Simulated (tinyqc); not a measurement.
Global model of a low-pressure process discharge: electron temperature, density, ion flux and ion energy: one step, computed by the program tinyqc. Command: `OMP_NUM_THREADS=1 python tinyqc.py 3111047 3111048 out.jsonl plasma walk`. One thread of a shared host (Intel(R) Xeon(R) Processor @ 2.30GHz), about 0.01 s of CPU time with the checks.

Maxwellian electrons with temperature T_e in eV, one positive ion, no negative ions, uniform bulk density n; rate constants have the Arrhenius form.

Task: Energy per pair and density. E_c = E_iz + (X0 exp(-E_ex/T_e) E_ex + K_el (3 m_0/M) T_e)/K_iz; wall potential V_s = (T_e/2) ln(M/(2 pi m_0)); E_T = E_c + 2 T_e + T_e/2 + V_s; n = P/(e u_B A_eff E_T); ion current density J = e h_L n u_B; ionised share n/n_g.

Inputs (values chosen for the exercise, of the order of those of an inductive discharge in a simple atomic gas): ion mass M = 19 u; ionisation energy E_iz = 15.8 eV; excitation prefactor X0 = 7.9e-15 m^3/s; excitation energy E_ex = 11.6 eV; elastic rate constant K_el = 1.1e-13 m^3/s; gas temperature T_g = 500 K; absorbed power P = 190 W.

T_e = 3.326158 eV

K_iz = 3.373403e-16 m^3/s

Bohm velocity u_B = 4109.844 m/s

A_eff = 320.4990 cm^2

h_L = 0.2842711

gas density n_g = 1.129903e+20 1/m^3

Constants: m_0 = 9.1093837015e-31 kg; u = 1.6605390666e-27 kg; e = 1.602176634e-19 C.

Give: collisional loss per pair E_c; wall potential V_s; E_T; plasma density n; ion current density J; ionised share.

Result:

collisional loss per pair E_c = 24.20 eV

wall potential V_s = 14.33 V

E_T = 46.84 eV

plasma density n = 1.922e+11 1/cm^3

ion current density J = 3.598 mA/cm^2

ionised share = 0.001701

Collisions take 52 % of the power and the walls the rest. T_e came from the particle balance alone; the power sets only n.
